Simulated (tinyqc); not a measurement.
All-pass ring resonator: course of the iteration: thermal shift of the resonance.

A ring of length L = 2 pi Rr coupled to one bus waveguide: round-trip amplitude a = 10^(-al L/20), self-coupling t = sqrt(1 - k2). At detuning d from the resonance the round-trip phase is p = 2 pi d/FSR and the transmission T = (a^2 - 2 a t cos p + t^2)/(1 - 2 a t cos p + a^2 t^2). Lossless coupler, linear absorption only.

T is the transmission at d = dl - s, p = 2 pi d/FSR; out = (lam dT/ng) Rt fa (1 - T) Pin; s(new) = out.

Stop when s changes by less than 1e-7 pm, or after 200 iterations.

Values chosen for this exercise; values close to those of silicon waveguides: cold resonance wavelength lam = 1550 nm; group index ng = 4.03; thermo-optic change of the effective index dT = 0.00017 1/K; thermal resistance Rt = 8.5 K/mW; share of the loss that heats the ring fa = 0.75; input power Pin = 0.47 mW; laser detuning from the cold resonance dl = 21 pm.

s at the start = 0 pm
a = 0.988779
t = 0.964883
FSR = 4.74404 nm

Course of the iteration:
```
iteration,s (pm),|change| (pm)
1,105.893,106
2,21.3058,84.6
3,142.904,122
4,11.2033,132
5,132.809,122
6,13.1194,120
7,136.208,123
8,12.4243,124
9,135.041,123
...,...,...
192,12.5970,123
193,135.338,123
194,12.5970,123
195,135.338,123
196,12.5970,123
197,135.338,123
198,12.5970,123
199,135.338,123
200,12.5970,123
```

Did this iteration meet its convergence test, and what does its course show?

No. Not converged within 200 iterations. The value swings between 12.60 and 135.3 for good. At the solution, 61.73 pm, d(out)/ds = -1.72: on this side heating pushes the resonance away from the laser, a negative feedback too strong for plain substitution. A rerun with the update damped to 0.25 converges in 19 iterations.

Computed by the program tinyqc: `OMP_NUM_THREADS=1 python tinyqc.py 2650002 2650003 out.jsonl`, one thread of a shared Intel Xeon 2.30GHz, about 0.01 s for the whole run.
